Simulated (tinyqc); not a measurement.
Worked calculation: donor level screened by free carriers (Yukawa potential). Values are carried at full precision from step to step, so a last printed digit may differ when a step is redone from the rounded ones.

Screening wave number: Debye ks^2 = 4 pi q n/(eps kB T); Thomas-Fermi ks^2 = 6 pi q n/(eps EF) with EF = c (3 pi^2 n/gv)^(2/3)/m, c = hbar^2/2m0; the two are joined by 1/ks^2 = sqrt(1/ks_D^4 + 1/ks_TF^4). 1e18/cm^3 = 1e-6/angstrom^3, q = e^2/(4 pi eps0).

Constants: e^2/(4 pi eps0) = 14.39964547 eV angstrom; kB = 8.617333262e-05 eV/K; hbar^2/2m0 = 3.80998211 eV angstrom^2; Ry = 13.60569312 eV; a0 (Bohr radius) = 0.5291772105 angstrom.

Parameters, chosen for this exercise (near those of a donor in Si, with one mean mass; the results hold for these values, not for the real material): m = 0.315 m0 (mass); eps = 12 (dielectric constant); gv = 6 (valleys); T = 400 K (temperature); n = 1.3 x 1e18/cm^3 (free-carrier density).

## Units and screening length

Give Ry* = Ry m/eps^2, a* = a0 eps/m, EF, the three values of ks, and x = ks a*.

Ry* = 29.762 meV
a* = 20.16 angstrom
EF = 4.18 meV

ks: Debye, Thomas-Fermi, joined (1/angstrom): [0.02385, 0.08391, 0.02381]

x = 0.4800

EF/kB T = 0.12, so the Debye value, the smaller one, controls the screening.

## One-parameter trial function

Potential -(q/(eps r)) exp(-ks r), q = e^2/(4 pi eps0). In units Ry* = Ry m/eps^2 and a* = a0 eps/m the problem is [-Laplacian - 2 exp(-x r)/r] psi = E psi with x = ks a*.

For exp(-z r): E(z) = z^2 - 8 z^3/(2z + x)^2 in Ry*. Scan z = 0.5, 0.6, ..., 1.1, then minimise; first order gives -1 + 2x.

Scan (Ry*):
```
z    kinetic  potential        E
0.5   0.2500    -0.4566  -0.2066
0.6   0.3600    -0.6123  -0.2523
0.7   0.4900    -0.7764  -0.2864
0.8   0.6400    -0.9468  -0.3068
0.9   0.8100    -1.1219  -0.3119
1.0   1.0000    -1.3008  -0.3008
1.1   1.2100    -1.4825  -0.2725
```

best z = 0.882
E = -0.3122 Ry*
binding = 9.29 meV

First order in x would give -0.040 Ry*, a rigid shift by q ks/eps; it overstates the loss of binding by 0.272 Ry*.

## Converged levels

Converged values use 18 functions exp(-z r), z = 1.55^i, i = -11 to 6: S = 2/A^3, H = z_i z_j S - 2/(A + x)^2, A = z_i + z_j.

The 1s and 2s levels and the mean radius.

1s = -0.3150 Ry*
binding = 9.38 meV
<r> = 35.9 angstrom
second root = 0.0000 Ry*

The trial function misses by 0.0028 Ry*. Screening leaves 32 % of the bare binding, 0.27 kB T. 2s is no longer bound (it unbinds at x = 0.310).

## Checks

- 1s at x = 0.5 against the known -0.29623 Ry*: both -0.29623.
- 1s at x = 0 against -1: both -1.00000.

(tinyqc, `OMP_NUM_THREADS=1 python tinyqc.py 1282429 1282430 out.jsonl`, Intel(R) Xeon(R) Processor @ 2.30GHz, 1 thread, shared host, about 0.02 s.)
